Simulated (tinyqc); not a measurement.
Ion implantation: universal nuclear stopping, Lindhard-Scharff electronic stopping and a Gaussian range profile: one step, computed by the program tinyqc. Command: `OMP_NUM_THREADS=1 python tinyqc.py 3023532 3023533 out.jsonl implant walk`. One thread of a shared host (Intel(R) Xeon(R) Processor @ 2.30GHz), about 0.1 s of CPU time with the checks.

An ion slows by elastic collisions with screened nuclei and by friction with electrons; channelling is ignored and the target is uniform.

Task: Gaussian profile. C(x) = C_p exp(-(x - R_p)^2/(2 dR_p^2)) with C_p = Q/(sqrt(2 pi) dR_p), 1 nm = 1e-7 cm; the profile falls to the background at x_j = R_p + dR_p sqrt(2 ln(C_p/C_B)); the peak atomic fraction is C_p/N.

Inputs (values chosen for the exercise, modelled on germanium ions in copper): target density N = 84.9 1/nm^3; dose Q = 1.9e+14 1/cm^2; background C_B = 2.2e+16 1/cm^3.

straggle dR_p = 1.710719 nm

projected range R_p = 5.147032 nm

Give: peak concentration C_p; depth x_j where C falls to C_B; peak atomic fraction.

Result:

peak concentration C_p = 4.4308e+20 1/cm^3

Depth x_j where C falls to C_B = 12.763 nm

peak atomic fraction = 0.0052189
